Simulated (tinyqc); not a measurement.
# Pinning factor and decay constant from two barriers

Inverse problem. phiB = S (phiM - chi) + (1 - S)(Eg - E0) with S = 1/(1 + (1/S0 - 1) exp(-be ti)). Find S0, S at the given thickness and be.

Parameters, values chosen for the exercise; semiconductor values close to those of 4H silicon carbide; interlayer mass of the order of that in strontium titanate, offset chosen freely: band gap Eg = 3.26 eV; electron affinity chi = 3.64 eV; charge-neutrality level above the valence band E0 = 1.9 eV; metal work function phiM = 3.85 eV.

phiB at ti = 0, 0.4 nm (eV): [0.624, 0.28837955]

Solution. Each barrier gives its S by linear interpolation between the pinned and the unpinned value; the ratio of the two values of 1/S - 1 is exp(be ti).

S0 = 0.6400
S = 0.9318
be = 5.100 1/nm

tinyqc, about 0.02 s, one thread, Intel Xeon 2.30GHz (shared host): `OMP_NUM_THREADS=1 python tinyqc.py 2270020 2270021 out.jsonl`
